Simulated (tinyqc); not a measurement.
Boltzmann transport in a parabolic band with a power-law relaxation time: one step. Mobility, conductivity and figure of merit. Three cases, with inputs chosen for the exercise.

Task: mu = <tau>/(mc m0/e) with m0/e = 5.685630e-12 kg/C; sigma = e n mu, e = 1.602176634e-19 C; Hall mobility rH mu; power factor S^2 sigma; ZT = S^2 sigma T/(kL + L sigma T), all in SI units.

Case 1.

Values chosen (masses near those of Si; tau0 is set for a mobility of the usual size at this n, kL is a free input; freeze-out and phonon drag, which matter near 77 K, are left out; the results hold for these values, not for the real material): tau0 = 6.7 fs (tau at E = kT); mc = 0.2569 m0 (conductivity mass); n = 2.1e+18 1/cm^3 (electron density); T = 300 K; kL = 33 W/(m K) (lattice thermal conductivity).

<tau>/tau0 = 4.59335
rH = 1.91117
S = -564.708 microvolt/K
L = 2.96321 1e-8 W ohm/K^2

Case 2.

Values chosen (masses near those of InAs; tau0 is set for a mobility of the usual size at this n, kL is a free input; freeze-out and phonon drag, which matter near 77 K, are left out; the results hold for these values, not for the real material): tau0 = 540 fs (tau at E = kT); mc = 0.0264 m0 (conductivity mass); n = 6.9e+15 1/cm^3 (electron density); T = 200 K; kL = 2.9 W/(m K) (lattice thermal conductivity).

<tau>/tau0 = 0.73937
rH = 1.16983
S = -356.210 microvolt/K
L = 1.50715 1e-8 W ohm/K^2

Case 3.

Values chosen (masses near those of Si; tau0 is set for a mobility of the usual size at this n, kL is a free input; freeze-out and phonon drag, which matter near 77 K, are left out; the results hold for these values, not for the real material): tau0 = 150 fs (tau at E = kT); mc = 0.2447 m0 (conductivity mass); n = 9.7e+16 1/cm^3 (electron density); T = 77 K; kL = 10 W/(m K) (lattice thermal conductivity).

<tau>/tau0 = 1.50899
rH = 1.10351
S = -564.094 microvolt/K
L = 2.22776 1e-8 W ohm/K^2

Give: mu; Hall mobility; sigma; power factor; electronic thermal conductivity; ZT.

Result:

Case 1.

mu = 211 cm^2/(V s)
Hall mobility = 403 cm^2/(V s)
sigma = 70.9 S/cm
power factor = 2.26 mW/(m K^2)
electronic thermal conductivity = 0.0630 W/(m K)
ZT = 0.021

A Hall measurement read with rH = 1 would give a density of 1.10e+18 1/cm^3. Electrons carry 0.19 % of the heat. kL is far below that of crystalline Si, so ZT is too high for it.

Case 2.

mu = 2.66e+04 cm^2/(V s)
Hall mobility = 3.11e+04 cm^2/(V s)
sigma = 29.4 S/cm
power factor = 0.373 mW/(m K^2)
electronic thermal conductivity = 0.00886 W/(m K)
ZT = 0.026

A Hall measurement read with rH = 1 would give a density of 5.90e+15 1/cm^3. Electrons carry 0.3 % of the heat. kL is far below that of crystalline InAs, so ZT is too high for it.

Case 3.

mu = 1.63e+03 cm^2/(V s)
Hall mobility = 1.80e+03 cm^2/(V s)
sigma = 25.3 S/cm
power factor = 0.805 mW/(m K^2)
electronic thermal conductivity = 0.00434 W/(m K)
ZT = 0.0062

A Hall measurement read with rH = 1 would give a density of 8.79e+16 1/cm^3. Electrons carry 0.043 % of the heat. kL is far below that of crystalline Si, so ZT is too high for it.

Computed by tinyqc, one run a case: `OMP_NUM_THREADS=1 python tinyqc.py N N+1 out.jsonl` with N = 1650702, 1650757, 1650902; one thread of a shared Intel(R) Xeon(R) Processor @ 2.30GHz, about 0.01 s a run at most.
